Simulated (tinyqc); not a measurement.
## Permittivity and interface capacitance from two thicknesses

Problem. 1/C = t/(eps0 ek) + 2/ci for planar capacitors that differ only in thickness. Find ek, ci and the EOT of the interfaces, 2 x 3.9 eps0/ci.

Constants: eps0 = 8.8541878128e-14 F/cm where lengths are in cm. Results are converted to the units shown.

C at t = 4.3 and 13 nm (uF/cm^2): 5.4783261  1.8254469

Answer. 1/C is a straight line in t: the slope gives ek and the intercept 2/ci. A single thickness would give only the effective permittivity; when the interfaces are a small part of 1/C, ci needs very accurate data.

ek = 26.9
ci = 1.00e3 uF/cm^2
EOT of the interfaces = 0.00691 nm

Numbers from tinyqc (`OMP_NUM_THREADS=1 python tinyqc.py 2102071 2102072 out.jsonl`; about 0.01 s on one thread of a shared Intel Xeon 2.30GHz).
